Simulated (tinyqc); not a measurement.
Free and trapped electrons in a MOS channel with a dense trap tail: two steps of the calculation.

p-type body, charge-sheet picture, full ionisation (an idealisation for deep acceptors), Boltzmann statistics for free electrons. e = Ec - EF at the surface. Acceptor-like traps of density D(E) = D0 + De exp(-E/Ew) at depth E below Ec, from 0 to Eu, hold n_t = integral of D(E)/(1 + exp((e - E)/Vt)). psi = Eg - Vt ln(Nv/Na) - e; N_dep = sqrt(2 eps0 eps_r Na (psi - Vt)/q); n_f = sqrt(N_dep^2 + 2 eps0 eps_r Vt Nc exp(-e/Vt)/q) - N_dep; Vg = Vfb + psi + q (N_dep + n_t + n_f)/Cox, Cox = eps0 eox/tox.

Values chosen for this exercise; band and dielectric values close to those of 4H silicon carbide:
```
symbol,value,unit,meaning
T,475,K,temperature
Eg,3.31,eV,band gap
eps_r,9.53,,relative permittivity
Nc,3.37e19,cm^-3,conduction-band density of states at T
Nv,5.02e19,cm^-3,valence-band density of states at T
eox,3.9,,relative permittivity of the insulator
tox,53,nm,insulator thickness
Na,8.3e15,cm^-3,acceptor density
Vfb,-2.91,V,flat-band voltage without trapped charge
D0,1.4e11,cm^-2 eV^-1,constant background density of acceptor-like traps
De,3.6e13,cm^-2 eV^-1,density of the tail at the conduction edge
Ew,0.1,eV,decay energy of the tail
Eu,0.63,eV,depth below Ec down to which the traps reach
mf,85,cm^2/(V s),mobility of free electrons
e,0.265,eV,Ec - EF at the surface
```

Constants: q = 1.602176634e-19 C, kB = 1.380649e-23 J/K, Vt = kB T/q, eps0 = 8.8541878128e-14 F/cm where lengths are in cm. Results are converted to the units shown.

Question 1. Trapped charge. Trapezoid rule on 15 equal steps from 0 to Eu, f = 1/(1 + exp((e - E)/Vt)).

Give: E; D(E) f; n_t.

Answer 1.

| point | E (eV) | D(E) f (cm^-2 eV^-1) |
|---|---|---|
| 0 | 0 | 5.5674e10 |
| 1 | 0.042000 | 1.0199e11 |
| 2 | 0.084000 | 1.8612e11 |
| 3 | 0.12600 | 3.3565e11 |
| 4 | 0.16800 | 5.8568e11 |
| 5 | 0.21000 | 9.4109e11 |
| 6 | 0.25200 | 1.2792e12 |
| 7 | 0.29400 | 1.3691e12 |
| 8 | 0.33600 | 1.1819e12 |
| 9 | 0.37800 | 9.0441e11 |
| 10 | 0.42000 | 6.6477e11 |
| 11 | 0.46200 | 4.9071e11 |
| 12 | 0.50400 | 3.7197e11 |
| 13 | 0.54600 | 2.9282e11 |
| 14 | 0.58800 | 2.4052e11 |
| 15 | 0.63000 | 2.0608e11 |

n_t = 3.8122e11 cm^-2

Question 2. Charges and gate voltage. psi, N_dep, n_f and Vg as defined, with the n_t given; free share n_f/(n_f + n_t); apparent mobility mf n_f/(n_f + n_t); gate voltage spent on traps q n_t/Cox.

n_t = 3.8122369e11 cm^-2

Give: psi; N_dep; n_f; Vg; free share; apparent mobility; gate voltage spent on traps.

Answer 2.

psi = 2.689 V
N_dep = 4.811e11 cm^-2
n_f = 2.276e10 cm^-2
Vg = 1.955 V
free share = 5.634 %
apparent mobility = 4.789 cm^2/(V s)
gate voltage spent on traps = 0.9375 V

tinyqc, about 0.02 s, one thread, Intel Xeon 2.30GHz (shared host): `OMP_NUM_THREADS=1 python tinyqc.py 2222009 2222010 out.jsonl`
